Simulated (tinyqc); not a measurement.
Planar metal-insulator-metal capacitor: capacitance, non-linearity, leakage and relaxation: capacitance, non-linearity and leakage against thickness.

A film between two metal electrodes, each interface adding a series capacitance ci. The small-signal permittivity is ek (1 + aq E^2); the field is found with the linear permittivity. Leakage J = J0 sinh(E/Ef). After a voltage step the film passes a relaxation current kr C V tt^(-nr), tt being the time in seconds.

Planar film: Cf = eps0 ek/t, 1/C = 1/Cf + 2/ci, EOT = 3.9 eps0/C, effective permittivity C t/eps0, E = (V/t) C/Cf; quadratic coefficient [C(V)/C - 1]/V^2 with Cf (1 + aq E^2) in C(V).

Values chosen for this exercise; permittivity of the order of that of aluminium oxide: relative permittivity of the film ek = 9.51; capacitance of each electrode interface (dead layer and screening) ci = 1000 uF/cm^2; quadratic field coefficient of the permittivity aq = 0.0038 cm^2/MV^2; bias V = 0.8 V; leakage prefactor J0 = 3.6e-11 A/cm^2; field for an e-fold rise of the leakage Ef = 0.27 MV/cm.

Constants: eps0 = 8.8541878128e-14 F/cm where lengths are in cm. Results are converted to the units shown.

Results:

| t (nm) | C (uF/cm^2) | EOT (nm) | effective permittivity | E (MV/cm) | quadratic coefficient (ppm/V^2) | J (A/cm^2) |
|---|---|---|---|---|---|---|
| 2.5 | 3.346 | 1.032 | 9.446 | 3.179 | 5.957e4 | 2.334e-6 |
| 3.7 | 2.265 | 1.524 | 9.467 | 2.152 | 2.738e4 | 5.216e-8 |
| 8.2 | 1.025 | 3.370 | 9.491 | 0.9736 | 5617 | 6.622e-10 |
| 12 | 0.7007 | 4.928 | 9.497 | 0.6657 | 2628 | 2.104e-10 |
| 18 | 0.4674 | 7.389 | 9.501 | 0.4440 | 1170 | 8.974e-11 |
| 27 | 0.3117 | 11.08 | 9.504 | 0.2961 | 520.3 | 4.789e-11 |
| 40 | 0.2104 | 16.41 | 9.506 | 0.1999 | 237.2 | 2.916e-11 |
| 60 | 0.1403 | 24.61 | 9.507 | 0.1333 | 105.5 | 1.850e-11 |

Estimate the missing row, t = 5.5 nm.

Computed row:

| t (nm) | C (uF/cm^2) | EOT (nm) | effective permittivity | E (MV/cm) | quadratic coefficient (ppm/V^2) | J (A/cm^2) |
|---|---|---|---|---|---|---|
| 5.5 | 1.526 | 2.262 | 9.481 | 1.450 | 1.245e4 | 3.870e-9 |

With this row back in the table: C falls from 3.35 to 0.140 uF/cm^2 while the effective permittivity goes from 9.45 to 9.51 (ek = 9.51). EOT is a straight line in t with slope 3.9/ek = 0.410 and intercept 0.00691 nm. The quadratic coefficient goes as t^(-1.98) between the first two rows and t^(-2.00) between the last two (-2 without interfaces), and J falls by 5.10 decades. For t = 2.5, 3.7 direct tunnelling, left out, would add to the leakage.

Program tinyqc, `OMP_NUM_THREADS=1 python tinyqc.py 2102131 2102132 out.jsonl`; Intel Xeon 2.30GHz, shared host, one thread, about 0.01 s.
